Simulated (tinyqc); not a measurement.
Inside a calculation: band edges of strained Si(1-x)Ge(x) on relaxed Si(1-y)Ge(y). Values are carried at full precision from step to step, so a last printed digit may differ when a step is redone from the rounded ones.

Values are linear in the Ge fraction but for ED(x) = linear - CD x (1 - x) and a(x) = linear - Ca x (1 - x). Energies are on the common scale of Ev.

Values chosen for the exercise (end members near Si and Ge, in this order; not measured data):
```
symbol  value           unit      meaning
a       (5.426, 5.662)  angstrom  lattice constant
Dso     (0.044, 0.287)  eV        spin-orbit splitting
av      (2.44, 1.25)    eV        valence hydrostatic potential
b       (-2.1, -2.58)   eV        tetragonal shear potential
d       (-4.77, -5.22)  eV        trigonal shear potential
C11     (163.9, 130.3)  GPa
C12     (63.2, 48.1)    GPa
C44     (80.3, 66.7)    GPa
Ev      (0, 0.64)       eV        top of the unstrained valence band
ED      (1.143, 0.915)  eV        gap to the Delta valleys
EL      (2.022, 0.754)  eV        gap to the L valleys
aD      (1.8, 1.35)     eV        hydrostatic potential of the Delta gap
aL      (-3.33, -2.86)  eV        hydrostatic potential of the L gap
XuD     (8.93, 9.38)    eV        uniaxial potential, Delta
XuL     (16.05, 15.6)   eV        uniaxial potential, L
CD      0.223           eV        bowing of the Delta gap
Ca      0.028           angstrom  bowing of the lattice constant
x       0                         Ge fraction of the layer
y       0.31                      Ge fraction of the relaxed buffer
face    001                       growth face
```

## Values of the layer and the buffer

Interpolate at x and at y.

Interpolated values (a in angstrom, C11, C12, C44 in GPa, all else in eV):
```
symbol     layer    buffer
a         5.4260    5.4932
Dso       0.0440    0.1193
av        2.4400    2.0711
b        -2.1000   -2.2488
d        -4.7700   -4.9095
C11     163.9000  153.4840
C12      63.2000   58.5190
C44      80.3000   76.0840
Ev        0.0000    0.1984
ED        1.1430    1.0246
EL        2.0220    1.6289
aD        1.8000    1.6605
aL       -3.3300   -3.1843
XuD       8.9300    9.0695
XuL      16.0500   15.9105
```

## Strain of the layer on a (001) buffer

Coherent growth on a (001) face: e_par = (a(y) - a(x))/a(x), e_perp = -2 (C12/C11) e_par; exx = eyy = e_par, ezz = e_perp, no shear.

Use the elastic constants of the layer.

e_par = 0.012379
e_perp = -0.009547

strain tensor in the cubic axes, rows x, y, z and columns alike:
```
[[0.012379, 0.000000, 0.000000],
 [0.000000, 0.012379, 0.000000],
 [0.000000, 0.000000, -0.009547]]
```

The layer is under tension in the plane; its volume changes by +1.521 %.

## Conduction valleys of the layer

A valley with unit axis u lies at Ev + gap + (av + a_valley) tr(e) + Xu (u.e.u - tr(e)/3); the Delta axes are x, y, z and the L axes [111], [1-1-1], [-11-1], [-1-11]. The second-order shift of the Delta valleys under shear is left out; it lowers the pair normal to the sheared plane by tens of meV at a shear of 1 %.

Give the hydrostatic shifts, the uniaxial shifts and the edges.

hydrostatic shifts of Delta and L (eV): [0.0645, -0.0135]

uniaxial shifts (eV): Delta x 0.0653, Delta y 0.0653, Delta z -0.1305, L [111] 0.0000, L [1-1-1] 0.0000, L [-11-1] 0.0000, L [-1-11] 0.0000

valley edges (eV): Delta x 1.2728, Delta y 1.2728, Delta z 1.0770, L [111] 2.0085, L [1-1-1] 2.0085, L [-11-1] 2.0085, L [-1-11] 2.0085

The lowest set is Delta2 (the digit counts whole valleys) at 1.0770 eV; the Delta valleys spread over 196 meV and the L valleys over 0 meV.

## Valence edges of the layer

Valence edges: Ev plus the levels of the 6 x 6 matrix of X, Y, Z times spin with -Dso/3 + l exx + m (eyy + ezz) on the diagonal (cyclic), n exy off it, l = av + 2 b, m = av - b, n = sqrt(3) d. Spin-orbit term (Dso/3) L.sigma on X, Y, Z with (L_k)_ij = -i epsilon_kij: <X+|H|Y+> = -i Dso/3, <X+|H|Z-> = Dso/3, <Y+|H|Z-> = -i Dso/3, <Z+|H|X-> = -Dso/3, <Z+|H|Y-> = i Dso/3, <X-|H|Y-> = i Dso/3, and their conjugates; + and - are the spin along z.

Give the strain block and the three twofold edges.

strain block (eV), rows X, Y, Z and columns alike:
```
[[-0.0089, 0, 0],
 [0, -0.0089, 0],
 [0, 0, 0.1292]]
```

edges from the top (eV): [0.1173, -0.0089, -0.0410]

The top two edges are split by 126 meV.

## Gap and offsets against the buffer

Buffer: Ev(y) and Ec = Ev(y) + min(ED, EL). dEc = Ec(buffer) - Ec(layer), dEv = Ev(layer) - Ev(buffer); positive values confine the carrier in the layer; type I if both have one sign.

gap of the strained layer = 0.9597 eV
gap of the buffer = 1.0246 eV
dEc = 0.1461 eV
dEv = -0.0811 eV

Type II: electrons collect in the layer (146 meV) and holes in the buffer (81 meV). The relaxed layer would have a gap of 1.143 eV, so strain has moved it by -183 meV.

## Checks

- Mean of the three Delta edges against the hydrostatic shift alone (eV): both 1.20750.

Run: tinyqc, `OMP_NUM_THREADS=1 python tinyqc.py 1080262 1080263 out.jsonl`; Intel(R) Xeon(R) Processor @ 2.30GHz, one thread, shared host; about 0.02 s of CPU time with all checks.
